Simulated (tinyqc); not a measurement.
From results back to parameters: Koster-Slater impurity in an sp3s* host.

Problem. In the Koster-Slater model a defect shifts the s level of its site by Vs and the p levels by Vp; an A1 level solves 1/Vs = G_s(E) and a T2 level 1/Vp = G_p(E), E from the top of the valence band. A defect has an A1 level at E = 1.9435 eV, one of the energies of the table, and a T2 level at 0.2776 eV.

G(E) of the host (1/eV):
```
E (eV)         G_s         G_p
0.0000   0.0312533   0.3597386
0.2776   0.0218189   0.2436956
0.5553   0.0110595   0.1848994
0.8329  -0.0019203   0.1428033
1.1106  -0.0186130   0.1082970
1.3882  -0.0419688   0.0769182
1.6658  -0.0791701   0.0449187
1.9435  -0.1558450   0.0061845
2.2211  -0.7902529  -0.0965119
```

Find: Vs, Vp.

Solution. Read G_s and G_p at the two energies and invert them. Vs is attractive and pulls its level down from the conduction bands. Vp is repulsive and pushes its level up from the valence bands.

Vs, Vp (eV): -6.4  4.1

tinyqc: `OMP_NUM_THREADS=1 python tinyqc.py 1452163 1452164 out.jsonl`; about 0.09 s, one thread, shared Intel(R) Xeon(R) Processor @ 2.30GHz.
